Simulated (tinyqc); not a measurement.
Global model of a low-pressure process discharge: electron temperature, density, ion flux and ion energy: one step, computed by the program tinyqc. Command: `OMP_NUM_THREADS=1 python tinyqc.py 3113459 3113460 out.jsonl plasma walk`. One thread of a shared host (Intel(R) Xeon(R) Processor @ 2.30GHz), about 0.01 s of CPU time with the checks.

Maxwellian electrons with temperature T_e in eV, one positive ion, no negative ions, uniform bulk density n; rate constants have the Arrhenius form.

Task: Geometry factors. n_g = p/(k_B T_g); lambda_i = 1/(n_g sigma); h_L = 0.86/sqrt(3 + L/(2 lambda_i)), h_R = 0.8/sqrt(4 + R/lambda_i); A_eff = 2 pi R^2 h_L + 2 pi R L h_R; d_eff = pi R^2 L/A_eff.

Inputs (values chosen for the exercise, of the order of those of an inductive discharge in a simple atomic gas):
```
quantity                     value  unit
ion-neutral cross section  8.5e-19   m^2
pressure p                     3.9    Pa
gas temperature T_g            500     K
radius R                        12    cm
height L                        14    cm
```

Constants: k_B = 1.380649e-23 J/K.

Give: gas density n_g; ion mean free path; h_L; h_R; A_eff; d_eff.

Result:

gas density n_g = 5.6495e+20 1/m^3

ion mean free path = 0.20824 cm

h_L = 0.14213

h_R = 0.10191

A_eff = 236.16 cm^2

d_eff = 26.818 cm

Caution: at so short an ion path the formulas for h_L and h_R give way to the ambipolar-diffusion limit.
